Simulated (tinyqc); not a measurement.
# Metal-interlayer-semiconductor contact, depinning against tunnelling resistance: effects of single changes

Zero bias, n-type semiconductor. Gap states at the semiconductor surface thin out as exp(-be ti), which unpins the barrier; electrons must then cross the interlayer (a rectangular barrier, no voltage drop across it) and the parabolic depleted layer, both by WKB. Energies E are counted from the Fermi level; no image force, parabolic bands.

Inputs (values chosen for the exercise); semiconductor values close to those of 4H silicon carbide; interlayer mass of the order of that in hafnium oxide, offset chosen freely: temperature T = 250 K; band gap Eg = 3.29 eV; relative permittivity eps_r = 9.76; electron affinity chi = 3.53 eV; conduction-band density of states at T Nc = 1.29e19 cm^-3; tunnelling mass in the semiconductor mt = 0.2 m0; Richardson mass mA = 0.358 m0; donor density Nd = 4.2e18 cm^-3; charge-neutrality level above the valence band E0 = 1.9 eV; pinning factor without interlayer S0 = 0.64; metal work function phiM = 4.08 eV; interlayer thickness ti = 1.4 nm; conduction-band offset of the interlayer above the semiconductor dE = 1.52 eV; tunnelling mass in the interlayer mi = 0.2 m0; decay constant of gap states through the interlayer be = 5.9 1/nm.

Constants: q = 1.602176634e-19 C, kB = 1.380649e-23 J/K, eps0 = 8.8541878128e-12 F/m, hbar = 1.054571817e-34 J s, h = 6.62607015e-34 J s, m0 = 9.1093837015e-31 kg, Vt = kB T/q, hbar^2/(2 m0) = 0.0380998212 eV nm^2. Results are converted to the units shown.

Each table varies one quantity; the others keep the values above.

## Contact resistivity against the interlayer thickness

S = 1/(1 + (1/S0 - 1) exp(-be ti)); phiB = S (phiM - chi) + (1 - S)(Eg - E0); xi = Ec - EF deep inside, from Nd = Nc F(-xi/Vt), F(x) = (2/sqrt(pi)) int_0^infinity sqrt(u) du/(1 + exp(u - x)); band bending U = phiB - xi; E00 = (hbar/2) sqrt(Nd/(eps0 eps_r mt m0)) in volts; A = 4 pi q mA m0 kB^2/h^3. With U = phiB - xi: for xi < E < phiB, y = (E - xi)/U and G1 = (U/E00) [sqrt(1 - y) - y ln((1 + sqrt(1 - y))/sqrt(y))], G1 = 0 above phiB; G2 = 2 ti sqrt(mi max(phiB + dE - E, 0)/C), C = hbar^2/(2 m0); f = 1/(1 + exp(E/Vt)); 1/rho_c = (A T^2/Vt^2) times the integral of exp(-G1 - G2) f over E from xi upwards. Shares under 0.001 % are printed as 0; rows without band bending are left out.

The same in every row: E00/Vt = 1.26.

Result of one run:

| ti (nm) | S | phiB (eV) | rho_c (ohm cm^2) | rho_c with G2 = 0 (ohm cm^2) | peak of the integrand (eV) | share above phiB (%) |
|---|---|---|---|---|---|---|
| 2.8 | 1.00 | 0.550 | 1.49e6 | 0.0362 | 0.201 | 0.0231 |

What becomes of these results when the interlayer thickness ti is changed from 2.8 to 0.4 nm, all else the same?

Result of the changed run:

| ti (nm) | S | phiB (eV) | rho_c (ohm cm^2) | rho_c with G2 = 0 (ohm cm^2) | peak of the integrand (eV) | share above phiB (%) |
|---|---|---|---|---|---|---|
| 0.4 | 0.950 | 0.592 | 1.65 | 0.131 | 0.183 | 0.00249 |

The whole series:

| ti (nm) | S | phiB (eV) | rho_c (ohm cm^2) | rho_c with G2 = 0 (ohm cm^2) | peak of the integrand (eV) | share above phiB (%) |
|---|---|---|---|---|---|---|
| 0 | 0.640 | 0.852 | 364 | 364 | 0.249 | 0 |
| 0.4 | 0.950 | 0.592 | 1.65 | 0.131 | 0.183 | 0.00249 |
| 0.8 | 0.995 | 0.554 | 6.27 | 0.0411 | 0.177 | 0.00593 |
| 1.2 | 1.00 | 0.550 | 68.4 | 0.0366 | 0.180 | 0.00818 |
| 1.6 | 1.00 | 0.550 | 827 | 0.0362 | 0.185 | 0.0107 |
| 2 | 1.00 | 0.550 | 1.01e4 | 0.0362 | 0.190 | 0.0139 |
| 2.4 | 1.00 | 0.550 | 1.23e5 | 0.0362 | 0.195 | 0.0179 |
| 2.8 | 1.00 | 0.550 | 1.49e6 | 0.0362 | 0.201 | 0.0231 |
| 3.2 | 1.00 | 0.550 | 1.79e7 | 0.0362 | 0.206 | 0.0296 |

As ti goes from 0 to 3.2, phiB falls from 0.852 to 0.550 eV and rho_c goes from 364 through a minimum of 1.65 (at ti = 0.4 among the rows listed) to 1.79e7 ohm cm^2. At ti = 0.4 nm rho_c is 222 times lower than without interlayer: up to there the falling barrier gains more than tunnelling through the layer costs, beyond it the layer dominates. The ratio of rho_c to its value with G2 = 0 runs from 1.00 to 4.96e8.

## Contact resistivity against the decay constant of gap states through the interlayer

Same model as above.

The same in every row: E00/Vt = 1.26.

Contact resistivity against the decay constant of gap states through the interlayer:

| be (1/nm) | S | phiB (eV) | rho_c (ohm cm^2) | rho_c with G2 = 0 (ohm cm^2) | peak of the integrand (eV) | share above phiB (%) |
|---|---|---|---|---|---|---|
| 1 | 0.878 | 0.652 | 6.24e3 | 0.807 | 0.214 | 0.00215 |
| 2 | 0.967 | 0.578 | 574 | 0.0839 | 0.191 | 0.00628 |
| 3 | 0.992 | 0.557 | 296 | 0.0448 | 0.185 | 0.00848 |
| 4 | 0.998 | 0.552 | 250 | 0.0382 | 0.183 | 0.00915 |
| 5 | 0.999 | 0.550 | 240 | 0.0367 | 0.183 | 0.00933 |
| 6 | 1.00 | 0.550 | 237 | 0.0363 | 0.183 | 0.00937 |
| 7 | 1.00 | 0.550 | 236 | 0.0362 | 0.183 | 0.00938 |
| 8 | 1.00 | 0.550 | 236 | 0.0362 | 0.183 | 0.00938 |

As be goes from 1 to 8, phiB falls from 0.652 to 0.550 eV and rho_c falls from 6240 to 236 ohm cm^2. The ratio of rho_c to its value with G2 = 0 runs from 7730 to 6520.

tinyqc, about 0.02 s, one thread, Intel Xeon 2.30GHz (shared host): `OMP_NUM_THREADS=1 python tinyqc.py 2270011 2270012 out.jsonl`
